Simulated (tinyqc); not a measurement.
# A stack of flat layers between unequal leads with mass mismatch, transfer matrices: transmission against energy

One electron of energy E comes from the left lead (band edge 0); no transverse momentum. Parabolic bands, masses in units of m0, C = hbar^2/(2 m0); psi and psi'/m are continuous at every interface. The layers follow each other from left to right, then the right lead.

For the pair (psi, psi'/m) a flat layer has M = [[cos kd, (m/k) sin kd], [-(k/m) sin kd, cos kd]] with k = sqrt(m (E - U)/C) above its edge U, and M = [[cosh Kd, (m/K) sinh Kd], [(K/m) sinh Kd, cosh Kd]] with K = sqrt(m (U - E)/C) below it. The matrices are multiplied with later layers to the left. With M acting on (psi, psi'/m) and v = k/m in each lead, T(E) = 4 vL vR/[(vL vR M12 - M21)^2 + (vR M11 + vL M22)^2]. The last column is exp(-2 sum K d) over the layers with U > E.

Inputs (values chosen for the exercise); masses and band edges of a made-up stack:

| symbol | value | unit | meaning |
|---|---|---|---|
| mL | 0.055 | m0 | mass in the left lead |
| U | [0.21, -0.04, 0.16, 0.08] | eV | band edges of the layers, left to right |
| m | [0.075, 0.097, 0.11, 0.1] | m0 | masses of the layers |
| d | [3, 1.7, 2.1, 2.2] | nm | widths of the layers |
| UR | -0.1 | eV | band edge of the right lead |
| mR | 0.065 | m0 | mass in the right lead |

Constants: q = 1.602176634e-19 C, hbar = 1.054571817e-34 J s, m0 = 9.1093837015e-31 kg, hbar^2/(2 m0) = 0.0380998212 eV nm^2. Results are converted to the units shown.

Results:
```
E (eV)       T(E)  exp(-2 sum K d)
0.024   7.1347e-4        3.5292e-4
0.071    0.011108        0.0026220
0.118     0.56963         0.018026
0.165     0.28729          0.16767
0.212     0.25198           1.0000
0.259     0.40915           1.0000
0.352     0.66494           1.0000
0.399     0.65779           1.0000
0.446     0.71364           1.0000
0.493     0.82896           1.0000
0.54      0.93993           1.0000
```

Estimate the missing row, E = 0.305 eV.

Computed row:
```
E (eV)     T(E)  exp(-2 sum K d)
0.305   0.61763           1.0000
```

With this row back in the table: T(E) runs from 7.13e-4 at 0.024 eV to 0.940 at 0.54 eV; among the rows its largest value is 0.940 at 0.54 eV.

Program tinyqc, `OMP_NUM_THREADS=1 python tinyqc.py 2560002 2560003 out.jsonl`; Intel Xeon 2.30GHz, shared host, one thread, about 0.01 s.
